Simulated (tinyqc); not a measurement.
## Frequency dispersion of an accumulation capacitance by border traps, distributed model: capacitance and loss against frequency

Traps spread evenly through the insulator exchange electrons with the semiconductor by tunnelling, with tau(x) = t0 exp(2 ka x) at depth x from the interface. The admittance per area Y seen at depth x obeys dY/dx = -Y^2/(i w eps0 eox) + q Nb ln(1 + i w tau)/tau, with Y(0) = i w Cs and w = 2 pi f; the gate sees Y(tox) = G + i w C. Working variable y = Y/(i w), in uF/cm^2. Cox = eps0 eox/tox.

Cox; trap-free value 1/(1/Cox + 1/Cs); response depth d = ln(1/(w t0))/(2 ka), where w tau = 1; lumped estimate: all traps within d act as C_bt = q Nb d placed at d/2, so C = 1/{1/[1/(1/Cs + d/(2 eps0 eox)) + C_bt] + (tox - d/2)/(eps0 eox)}. C and G from a fine integration; dispersion -d C/d log10 f over C, from f times and over 1.1. For a broad spread of time constants G/w is close to -(pi/2) dC/d ln w.

Inputs (values chosen for the exercise); permittivity close to that of hafnium oxide: relative permittivity of the insulator eox = 19.6; insulator thickness tox = 11 nm; semiconductor capacitance in accumulation Cs = 4.3 uF/cm^2; density of border traps Nb = 1.2e20 cm^-3 eV^-1; decay constant of the wave function in the insulator ka = 5.8 1/nm; time constant of a trap at the interface t0 = 2e-11 s.

Constants: q = 1.602176634e-19 C, eps0 = 8.8541878128e-14 F/cm where lengths are in cm. Results are converted to the units shown.

The same in every row: trap-free C (uF/cm^2) = 1.154.

Result of one run:
```
d (nm)  C (uF/cm^2)  G/w (uF/cm^2)  dispersion (% a decade)  -(pi/2) dC/d ln w (uF/cm^2)  lumped C (uF/cm^2)
0.5758        1.244        0.01758                    2.071                      0.01757               1.231
```

Which frequency f gave this result: 100, 1000, 10000 or 1e7 Hz?

f = 1e7 Hz.

The whole series:
```
f (Hz)  d (nm)  C (uF/cm^2)  G/w (uF/cm^2)  dispersion (% a decade)  -(pi/2) dC/d ln w (uF/cm^2)  lumped C (uF/cm^2)
10       1.767        1.399        0.01809                    1.895                      0.01808               1.375
100      1.568        1.372        0.01784                    1.905                      0.01783               1.352
1000     1.370        1.346        0.01765                    1.921                      0.01764               1.328
10000    1.171        1.320        0.01752                    1.944                      0.01751               1.305
1e5     0.9728        1.295        0.01747                    1.976                      0.01745               1.280
1e6     0.7743        1.269        0.01748                    2.018                      0.01747               1.256
1e7     0.5758        1.244        0.01758                    2.071                      0.01757               1.231
```

C falls from 1.399 to 1.244 uF/cm^2, towards the trap-free 1.154; each decade of frequency removes ln 10/(2 ka) = 0.198 nm from the response depth. The dispersion rises from 1.90 to 2.07 % a decade and G/w goes from 0.0181 through a minimum of 0.0175 (at f = 1e5 Hz among the rows listed) to 0.0176 uF/cm^2. G/w stays at 1.00 times -(pi/2) dC/d ln w, the relation for a broad spread of time constants.

Program tinyqc, `OMP_NUM_THREADS=1 python tinyqc.py 2202110 2202111 out.jsonl`; Intel Xeon 2.30GHz, shared host, one thread, about 0.6 s.
